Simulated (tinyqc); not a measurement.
n-type polysilicon, carrier trapping at grain boundaries: two steps of the calculation.

One-dimensional grains of size Lg, uniform ionised doping N, monovalent traps Qt at each boundary at a depth Et below (for electrons) or above (for holes) the band edge there, abrupt depletion of width W on each side of a boundary, Boltzmann statistics. xi is the distance from the band edge at the grain centre to the Fermi level. Trapped charge Qt/(1 + exp((xi + VB - Et)/Vt)) = 2 N W, barrier VB = q N W^2/(2 eps0 eps_r).

Inputs (values chosen for the exercise); values of the order met in polycrystalline silicon: temperature T = 400 K; relative permittivity eps_r = 11.7; conduction-band density of states at T NB = 4.31e19 cm^-3; grain size Lg = 130 nm; trap density of a grain boundary Qt = 2.6e12 cm^-2; depth of the trap level from the majority band edge at the boundary Et = 0.32 eV; doping N = 2.2e17 cm^-3.

Constants: q = 1.602176634e-19 C, kB = 1.380649e-23 J/K, Vt = kB T/q, eps0 = 8.8541878128e-14 F/cm where lengths are in cm. Results are converted to the units shown.

Question 1. New W. Partly depleted grain, xi = Vt ln(NB/N): f = 1/(1 + exp((xi + VB - Et)/Vt)), g = Qt f - 2 N W, g' = -2 Qt f (1 - f) VB/(W Vt) - 2 N, W(new) = W - g/g'.

W at the start = 35 nm

Find: VB; f; g; g'; W after iteration 1.

Answer 1.

VB = 0.20840 V
f = 0.11506
g = -1.2408e12 cm^-2
g' = -1.3546e11 cm^-2/nm
W after iteration 1 = 25.840 nm

Question 2. Depletion width, Fermi level and barrier. If the trap equation with xi = Vt ln(NB/N) has a root W < Lg/2, the grain is partly depleted; otherwise W = Lg/2 and the trap equation gives xi = Et - VB + Vt ln(Qt/(N Lg) - 1). N* = Qt/Lg.

Give: N*; W; xi; VB; share of traps filled.

Answer 2.

N* = 2.000e17 cm^-3
W = 28.69 nm
xi = 0.1819 V
VB = 0.1401 V
share of traps filled = 0.4856

N is 1.10 N*, and the grain is partly depleted; VB = 4.06 Vt.

Program tinyqc, `OMP_NUM_THREADS=1 python tinyqc.py 2830174 2830175 out.jsonl`; Intel Xeon 2.30GHz, shared host, one thread, about 0.01 s.
